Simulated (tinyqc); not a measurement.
Short-channel transistor, virtual-source model with series resistance: one step of the calculation.

The current per gate width is the charge at the top of the source barrier (the virtual source) times its velocity times a saturation function; al and be are fitting constants of the model. Units: I in uA/um, Rs in ohm um, so I Rs = 1e-6 I Rs in volts; Q in uC/cm^2, so I = 1e-4 Q vx0 Fsat with vx0 in cm/s.

Task. Current through the series resistance. Intrinsic voltages Vg' = Vgs - I Rs, Vd' = Vds - 2 I Rs. n = n0 + nd Vd', VT = VT0 - dl Vd', Ff = 1/(1 + exp((Vg' - VT + al Vt/2)/(al Vt))), Q = Cinv n Vt ln(1 + exp((Vg' - VT + al Vt Ff)/(n Vt))), Vdsat = (vx0 L/mu)(1 - Ff) + Vt Ff, Fsat = u/(1 + u^be)^(1/be) with u = Vd'/Vdsat, and I(out) = Q vx0 Fsat per width. (Fsat takes the sign of u.) I(new) = I(out).

Parameters, values chosen for the exercise: temperature T = 350 K; inversion capacitance Cinv = 2.48 uF/cm^2; velocity at the virtual source vx0 = 3.21e7 cm/s; apparent mobility mu = 97 cm^2/(V s); channel length L = 65 nm; threshold at zero drain voltage VT0 = 0.423 V; drain-induced barrier lowering dl = 0.179 V/V; subthreshold factor n0 = 1.54; growth of n with drain voltage nd = 0.05 1/V; threshold shift (in units of Vt) from weak to strong inversion al = 3.5; sharpness of saturation be = 1.6; series resistance of each contact Rs = 90 ohm um; gate voltage Vgs = 0.57 V; drain voltage Vds = 0.45 V.

Constants: q = 1.602176634e-19 C, kB = 1.380649e-23 J/K, Vt = kB T/q. Results are converted to the units shown.

I after iteration 1 = 395.93960 uA/um

Find: Vg'; Vd'; VT; Ff; Q; Vdsat; Fsat; I(out); I after iteration 2.

Result.

Vg' = 0.53437 V
Vd' = 0.37873 V
VT = 0.35521 V
Ff = 0.10000
Q = 0.47254 uC/cm^2
Vdsat = 1.9389 V
Fsat = 0.18688
I(out) = 283.47 uA/um
I after iteration 2 = 283.47 uA/um

tinyqc, about 0.01 s, one thread, Intel Xeon 2.30GHz (shared host): `OMP_NUM_THREADS=1 python tinyqc.py 2380097 2380098 out.jsonl`
